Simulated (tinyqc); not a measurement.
Inside a calculation. Model: finite-size error of a charged defect in a periodic cell: Madelung and Makov-Payne terms. Computed by tinyqc, a small Python program that keeps every step. Command: `OMP_NUM_THREADS=1 python tinyqc.py 3010064 3010065 out.jsonl imagecharge walk`. One thread of a shared host (Intel(R) Xeon(R) Processor @ 2.30GHz), about 0.02 s of CPU time with the checks. Intermediate numbers are printed to about 5 digits and carried at full precision; extremes and crossings named in words are read from the listed rows.

L is the cube root of the cell volume. The defect charge is a Gaussian, rho(r) = q (2 pi sigma^2)^(-3/2) exp(-r^2/2 sigma^2), repeated periodically in a uniform neutralising background and screened by a continuum. The model cell energy is E(L) = E_0 + [periodic - isolated electrostatic energy].

Inputs (values chosen for the exercise, with screening close to that of diamond):

| quantity | value | unit |
|---|---|---|
| charge q | 1 | e |
| cell length L | 16.3 | angstrom |
| dielectric constant eps | 5.49 | - |
| width sigma of the defect charge | 1.7 | angstrom |
| formation energy of the isolated defect E_0 | 4.778 | eV |

Supercell lattice: bcc. Screening: isotropic.

scatter added to the six cells, standing for numerical noise (meV): -0.61  -0.98  -1.6  0.091  0.94  0.07

Constants: e^2/(4 pi eps_0) = 14.39964548 eV angstrom.

## The cell

Cell vectors: (-1,1,1), (1,-1,1), (1,1,-1), scaled to volume L^3.

cell vectors (rows) (angstrom):
```
         1        2        3
1  -10.268   10.268   10.268
2   10.268  -10.268   10.268
3   10.268   10.268  -10.268
```

nearest image = 17.785 angstrom

## Madelung energy

Ewald sum for a unit point charge: scale each Cartesian component of the cell by 1/sqrt(eps_i), giving R', G' and V'; E = [ (1/2) sum erfc(eta R')/R' + (2 pi/V') sum exp(-G'^2/4 eta^2)/G'^2 - eta/sqrt(pi) - pi/(2 V' eta^2) ] e^2/(4 pi eps_0) / sqrt(eps_x eps_y eps_z), over n_i = -6..6, omitting n = (0,0,0), eta = 2/V'^(1/3). alpha = -2 E eps_g L/(e^2/(4 pi eps_0)), eps_g = (eps_x eps_y eps_z)^(1/3).

terms for a unit charge (eV): real space 0.00134, reciprocal 0.01103, self -0.18157, background -0.06319

Madelung constant alpha = 2.8885

point-charge correction -q^2 E = 0.23240 eV

## Energy of the smeared charge in the cell

Periodic energy of the Gaussian: (2 pi q^2/V) sum_(G != 0) exp(-sigma^2 G^2)/(G.eps.G) x e^2/(4 pi eps_0), n_i = -k..k with k = max(9, L/sigma rounded up). Isolated energy: q^2/(2 sqrt(pi) sigma) <1/(n.eps.n)> e^2/(4 pi eps_0), the mean over directions n, here 1/eps.

periodic energy = 0.21384 eV

isolated energy = 0.43524 eV

finite-size error = -0.22140 eV

E(L) = 4.5566 eV

## Makov-Payne correction

Second radial moment Q = q <r^2> = 3 q sigma^2; E(corrected) = E(L) + q^2 alpha e^2/(4 pi eps_0)/(2 eps L) - 2 pi q Q e^2/(4 pi eps_0)/(3 eps L^3). Errors left are the corrected energies less E_0.

Q = 8.67 e angstrom^2

third-order term = -0.010998 eV

error left after the first term = 0.010998 eV

error left after both terms = 0 eV

third-order over first-order term, in size = 0.047322

The point-charge term alone overcorrects by 0.0110 eV, 5 % of itself; both terms together are exact to 1e-7 eV, since the clouds do not overlap.

## A series of cells

Cells of the same shape with L scaled by 0.7, 0.85, 1, 1.25, 1.5 and 2; the scatter is added to E(L). The point-charge correction scales as 1/L from its value at the input L.

Scaling data:

| L (angstrom) | 1/L (1/angstrom) | E(L) (eV) | E(L) + point-charge correction (eV) |
|---|---|---|---|
| 11.410 | 0.087642 | 4.4775 | 4.8095 |
| 13.855 | 0.072176 | 4.5215 | 4.7949 |
| 16.300 | 0.061350 | 4.5550 | 4.7874 |
| 20.375 | 0.049080 | 4.5978 | 4.7837 |
| 24.450 | 0.040900 | 4.6273 | 4.7822 |
| 32.600 | 0.030675 | 4.6632 | 4.7794 |

## Ways to reach the isolated limit

Least-squares fits of E(L) to a + b/L, a + c/L^3 or a + b/L + c/L^3; the estimate is a, and errors are against E_0.

Estimates of E_0:

| way | estimate (eV) | error (meV) |
|---|---|---|
| largest cell, uncorrected | 4.6632 | -114.75 |
| largest cell, point-charge term | 4.7794 | 1.44 |
| 1/L fit, three smallest | 4.7349 | -43.09 |
| 1/L fit, all six | 4.7608 | -17.25 |
| 1/L^3 fit, all six | 4.6411 | -136.88 |
| 1/L and 1/L^3, three smallest | 4.7695 | -8.50 |
| 1/L and 1/L^3, all six | 4.7811 | 3.06 |
| corrected data, 1/L^3 fit | 4.7781 | 0.12 |

coefficient b of the full fit = -3.8695 eV angstrom

Best here: corrected data, 1/L^3 fit (+0.1 meV); worst: 1/L^3 fit, all six (-137 meV). The fitted b is 102.1 % of the Madelung value -q^2 alpha e^2/(8 pi eps_0 eps_g), so such a fit also measures the screening. The three-term fit to three small cells has no spare point and magnifies the scatter. A pure 1/L fit lands below E_0, because the positive 1/L^3 term flattens the small-cell points.

Checks made by the program: the same sum with another eta (relative difference below 1e-10); both terms against the exact model when the clouds do not overlap (relative difference below 1e-10).
